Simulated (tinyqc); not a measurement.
Changing the field over the saturation field: two coupled magnetic layers: synthetic antiferromagnet, spin flop, exchange bias and magnetoresistance. Computed by tinyqc, a small Python program. Command: `OMP_NUM_THREADS=1 python tinyqc.py 3009602 3009603 out.jsonl saf sweep`. One thread of a shared host (Intel(R) Xeon(R) Processor @ 2.30GHz), about 0.8 s of CPU time with the checks.

Moments lie in the plane at the angles p1, p2 from the field. Energy per area: E = J1 cos(p1 - p2) + J2 cos^2(p1 - p2) - B M_s (t1 cos p1 + t2 cos p2) + K (t1 sin^2 p1 + t2 sin^2 p2).

Inputs (values chosen for the exercise, for a model stack):

| quantity | value | unit |
|---|---|---|
| saturation magnetisation M_s | 984 | kA/m |
| thickness t1 | 3.6 | nm |
| thickness t2 | 3.6 | nm |
| antiferromagnetic coupling J1 | 0.064 | mJ/m^2 |
| biquadratic coupling J2 | 0 | mJ/m^2 |
| in-plane anisotropy K | 2.2 | kJ/m^3 |
| spin polarisation P1 | 0.77 | - |
| spin polarisation P2 | 0.74 | - |
| resistance-area product, parallel | 4.8 | ohm micrometre^2 |

Field direction: along the easy axis.

Method:
- The parallel state is stable while the Hessian at p1 = p2 = 0 is positive: with c = J1 + 2 J2 and u = B M_s + 2K, (u t1 - c)(u t2 - c) > c^2, so B_sat M_s = c (1/t1 + 1/t2) - 2K. B_K = 2K/M_s.
- The lowest minimum of E over both angles (from five starts; of two mirror images the one with p1 >= 0, and for equal layers |p1| <= |p2|).
- Julliere: TMR = 2 P1 P2/(1 - P1 P2). Conductance G(theta) = G0 (1 + P1 P2 cos theta), so RA(theta) = RA_P (1 + P1 P2)/(1 + P1 P2 cos theta); theta = p2 for the layer next to the barrier.

One run for each value:

| field over the saturation field | m/m_sat along B | p1 (degrees) | p2 (degrees) | RA at this field (ohm micrometre^2) |
|---|---|---|---|---|
| 0.05 | 1.234e-16 | 0.00 | -180.0 | 17.52 |
| 0.16 | 6.168e-17 | 0.00 | -180.0 | 17.52 |
| 0.28 | 1.110e-15 | 0.00 | -180.0 | 17.52 |
| 0.39 | 3.900e-01 | 67.05 | -67.0 | 6.17 |
| 0.51 | 5.100e-01 | 59.34 | -59.3 | 5.84 |
| 0.62 | 6.200e-01 | 51.68 | -51.7 | 5.57 |
| 0.74 | 7.400e-01 | 42.27 | -42.3 | 5.30 |
| 0.85 | 8.500e-01 | 31.79 | -31.8 | 5.08 |
| 0.97 | 9.700e-01 | 14.07 | -14.1 | 4.85 |

Over the rows, m/m_sat along B rises from 1.23e-16 to 0.970, flat over part of the range; p1 (degrees) goes from 0 through a maximum among these rows, 67.0 at 0.390, to 14.1; p2 (degrees) goes from -180 through a minimum among these rows, -180 at 0.160, to -14.1.

Extremes, crossings and ranges named in words are read from the listed rows.
